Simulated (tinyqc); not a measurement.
Inside a calculation. Method: one-electron ion in a basis of Gaussians. One step of it, computed by the program tinyqc.

Question. Generalised eigenproblem. Solve H C = S C e through S^(-1/2); each column has its largest component positive (the first on a tie).

H = T + V (hartree), lower triangle:
```
           1          2          3         4         5
1  -0.335819
2  -0.369387  -0.414264
3  -0.379404  -0.441772  -0.382182
4  -0.362032  -0.480742  -0.365191  0.041150
5  -0.323515  -0.492798  -0.482395  0.212559  1.604683
```

S, lower triangle:
```
          1         2         3         4         5
1  1.000000
2  0.867392  1.000000
3  0.592563  0.867543  1.000000
4  0.348971  0.592606  0.867429  1.000000
5  0.190655  0.348998  0.592468  0.867424  1.000000
```

Give: eigenvalues of S; eigenvalues; coefficients.

Answer.

eigenvalues of S: 0.0075  0.0524  0.2755  1.1644  3.5003

eigenvalues (hartree): -0.4964  -0.0537  0.5976  2.5475  7.8395

coefficients:
```
        1        2        3        4        5
1  0.2553   2.0029  -1.9202   1.1039  -0.6147
2  0.3703  -1.7670   4.4232  -3.5744   2.1534
3  0.3567   0.2473  -3.2534   5.3538  -4.2254
4  0.0566  -0.2106   0.6420  -3.4591   5.2714
5  0.0988  -0.0267  -0.2609   0.3091  -3.0309
```

For Z = 1 and l = 0 the exact lowest level is -Z^2/(2 n^2) with n = l + 1: -0.500000 hartree.
